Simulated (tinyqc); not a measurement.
Resistive crossbar, vector-matrix product with wire resistance: effect of the wire resistance.

2 rows and 2 columns. Cell (i, j) joins row node wij to column node bij. Each row is driven at its left end through one wire segment rw; neighbouring nodes along a row or a column are joined by rw; each column ends below the last row in one more rw and a virtual ground, where its current is read. Ideal output: I_j = sum_i V_i G_ij.

The nodal equations (Kirchhoff current law at every node) are solved for each rw; errors are I_j/ideal - 1.

Inputs (values chosen for the exercise):

| symbol | value | unit | meaning |
|---|---|---|---|
| V | [0.14, 0.08] | V | input voltages of the rows |

cell conductances G (uS):

|  | column 1 | column 2 |
|---|---|---|
| row 1 | 310 | 390 |
| row 2 | 310 | 160 |

Results:

| rw (ohm) | error, column 1 (%) | error, column 2 (%) |
|---|---|---|
| 1 | -0.1431 | -0.1865 |
| 2 | -0.2858 | -0.3723 |
| 5 | -0.7114 | -0.9258 |
| 10 | -1.412 | -1.835 |
| 50 | -6.659 | -8.557 |
| 100 | -12.44 | -15.78 |
| 200 | -22.01 | -27.31 |
| 500 | -41.03 | -48.53 |

Estimate the missing row, rw = 20 ohm.

Computed row:

| rw (ohm) | error, column 1 (%) | error, column 2 (%) |
|---|---|---|
| 20 | -2.782 | -3.605 |

With this row back in the table: The error of the last column goes from -0.187 % at rw = 1 ohm to -48.5 % at 500 ohm, as rw^(1.00) at the start and rw^(0.63) at the end. At 500 ohm the worst column is number 2.

Computed by the program tinyqc: `OMP_NUM_THREADS=1 python tinyqc.py 2880027 2880028 out.jsonl`, one thread of a shared Intel Xeon 2.30GHz, about 0.02 s for the whole run.
